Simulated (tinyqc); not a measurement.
## Long-channel MOSFET, surface-potential model: effect of the temperature

n-channel transistor on a uniformly doped p-type body, gradual-channel approximation, constant mobility, Boltzmann statistics, full ionisation. Potentials are counted from the neutral body; V is the electron quasi-Fermi potential, Vsb at the source and Vsb + Vds at the drain. Charges are magnitudes per area.

Nc and Nv are given at 350 K and scale as (T/350 K)^1.5; Eg, Vfb and mu are held fixed. ni = sqrt(Nc Nv) exp(-Eg/(2 Vt)), Eg in volts; phiF = Vt ln(Na/ni); Cox = eps0 eox/tox; gamma = sqrt(2 q eps0 eps_r Na)/Cox. The surface potential psi at channel potential V solves Vgs + Vsb - Vfb - psi = gamma sqrt(G), G = psi - Vt + Vt exp((psi - 2 phiF - V)/Vt). Charge sheet: Qi = Cox gamma [sqrt(G) - sqrt(psi - Vt)]; I = mu (W/L) [integral of Qi dpsi from psi_0 to psi_L (drift) + Vt (Qi0 - QiL) (diffusion)], with psi_0 at V = Vsb and psi_L at V = Vsb + Vds. VT = Vfb + 2 phiF + gamma sqrt(2 phiF + Vsb), m = 1 + gamma/(2 sqrt(2 phiF + Vsb)). The swing is 20 mV/log10[I(VT - 0.14 V)/I(VT - 0.16 V)] of the charge-sheet current at the given Vds.

Inputs (values chosen for the exercise); material values close to those of gallium nitride:

| symbol | value | unit | meaning |
|---|---|---|---|
| Eg | 3.44 | eV | band gap |
| eps_r | 9.42 |  | relative permittivity of the semiconductor |
| Nc | 2.91e18 | cm^-3 | conduction-band density of states at the reference temperature |
| Nv | 5.83e19 | cm^-3 | valence-band density of states at the reference temperature |
| Na | 1.9e17 | cm^-3 | acceptor density of the body |
| eox | 7.74 |  | relative permittivity of the gate insulator |
| tox | 11 | nm | insulator thickness |
| Vfb | -1.94 | V | flat-band voltage |
| mu | 660 | cm^2/(V s) | channel mobility |
| W | 10 | um | gate width |
| L | 2 | um | gate length |
| Vsb | 1 | V | source-body reverse bias |
| Vgs | 2.07 | V | gate-source voltage |
| Vds | 1.2 | V | drain-source voltage |

Constants: q = 1.602176634e-19 C, kB = 1.380649e-23 J/K, Vt = kB T/q, eps0 = 8.8541878128e-14 F/cm where lengths are in cm. Results are converted to the units shown.

The same in every row: gamma (V^0.5) = 0.3617.

Result of one run:
```
T (K)  VT (V)      m  swing (mV/decade)  I at Vgs, Vds (uA)
400     1.930  1.089              87.03               4.745
```

What becomes of these results when the temperature T is changed from 400 to 370 K, all else the same?

Result of the changed run:
```
T (K)  VT (V)      m  swing (mV/decade)  I at Vgs, Vds (uA)
370     1.963  1.089              80.43               2.636
```

The whole series:
```
T (K)  VT (V)      m  swing (mV/decade)  I at Vgs, Vds (uA)
220     2.117  1.087              47.64            0.007268
250     2.088  1.087              54.17             0.04153
280     2.058  1.088              60.71              0.1688
310     2.027  1.088              67.27              0.5205
340     1.996  1.088              73.84               1.280
370     1.963  1.089              80.43               2.636
400     1.930  1.089              87.03               4.745
430     1.897  1.089              93.65               7.736
```

As T goes from 220 to 430 K, VT falls from 2.12 to 1.90 V, the swing rises from 47.6 to 93.7 mV a decade and the current rises from 0.00727 to 7.74 uA. The swing is 0.38 % above m Vt ln 10 in the first row and 0.77 % above it in the last. The gate voltage is below VT in 2 of the 8 rows. For T = 340 to 430 K the surface electron density at the source passes 0.3 Nc, where degeneracy and quantisation, left out here, matter. In every row acceptors of such wide-gap materials are deep, so full ionisation is an idealisation. In every row the mobility is held fixed, though a real channel mobility changes with T and would alter the trend of the current.

Computed by the program tinyqc: `OMP_NUM_THREADS=1 python tinyqc.py 2360101 2360102 out.jsonl`, one thread of a shared Intel Xeon 2.30GHz, about 0.06 s for the whole run.
